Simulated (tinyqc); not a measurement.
Growth mode over temperature: epitaxial growth on a vicinal surface: Burton-Cabrera-Frank step flow, step-edge barrier and island nucleation. Computed by tinyqc, a small Python program. Command: `OMP_NUM_THREADS=1 python tinyqc.py 3029380 3029381 out.jsonl stepflow walk`. One thread of a shared host (Intel(R) Xeon(R) Processor @ 2.30GHz), about 0.01 s of CPU time with the checks.

Adatoms land at rate F, hop on a square grid (a simplification for hexagonal faces), desorb, or join steps. Lengths are in units of a and n is the adatom coverage. Steps ascend at x = 0 and descend at x = l.

Inputs (values chosen for the exercise, close to those used for Si(001)):
```
quantity                     value      unit
site spacing a                3.84  angstrom
step height h                 1.36  angstrom
diffusion barrier E_d        0.689        eV
desorption energy E_a         2.95        eV
adatom formation energy E_f   1.38        eV
step-edge barrier E_s         0.27        eV
attempt frequency nu             1       THz
deposition rate F             0.25  layers/s
miscut angle                     8   degrees
temperature T                  630         C
critical nucleus size i          1         -
```

Constants: k_B = 8.617333262e-05 eV/K.

Method:
- D = nu exp(-E_d/(k_B T)) (a^2/s, nu counted per direction); tau = exp(E_a/(k_B T))/nu; x_s = sqrt(D tau); n_eq = exp(-E_f/(k_B T)); terrace width l = h/(a tan(miscut)); Schwoebel length l_s = exp(E_s/(k_B T)) - 1.
- D n'' - n/tau + F = 0 with n(0) = n_eq and -l_s n'(l) = n(l) - n_eq. With u = n - F tau, A = n_eq - F tau, y = l/x_s, s = l_s/x_s: u = A cosh(x/x_s) + B sinh(x/x_s), B = A (1 - cosh y - s sinh y)/(sinh y + s cosh y). Flux into the ascending step J+ = D B/x_s, over the descending one J- = -(D/x_s)(A sinh y + B cosh y); step velocity J+ + J-; growth rate (J+ + J-)/l. For small y: J+ + J- = (F - n_eq/tau) l, J-/J+ = l/(l + 2 l_s).
- Island density on a flat surface without desorption: N = 0.25 (F/D)^(i/(i+2)) exp(E_i/((i+2) k_B T)) per site, with E_i = 0 for i = 1; spacing l_n = N^(-1/2). Step flow needs an effective width l_eff = 2 x(peak) below l_n.
- Temperatures in kelvin are T(C) + 273.15.
- x(peak) solves tanh(x/x_s) = -B/A. Rows where evaporation outweighs deposition are left out.

Scales:
```
T (C)     x_s (a)  l_s (a)  incorporated share  l_n (a)  l_eff/l_n
430    1.2670e+08   85.140              1.0000   37.872    0.13117
480    3.6716e+07   63.081              1.0000   42.949    0.11510
530    1.2414e+07   48.460              1.0000   47.950    0.10251
580    4.7660e+06   38.351              1.0000   52.847    0.09243
630    2.0344e+06   31.111              1.0000   57.621    0.08419
680    9.4955e+05   25.769              1.0000   62.258    0.07735
730    4.7817e+05   21.723              1.0000   66.751    0.07158
780    2.5700e+05   18.591              1.0000   71.096    0.06666
830    1.4613e+05   16.120              1.0000   75.293    0.06241
```

What does the comparison show, and why?

The ratio stays below 1: step flow in every row. Incorporation goes from 100.0 % to 100.0 %.

Extremes, crossings and ranges named in words are read from the listed rows.
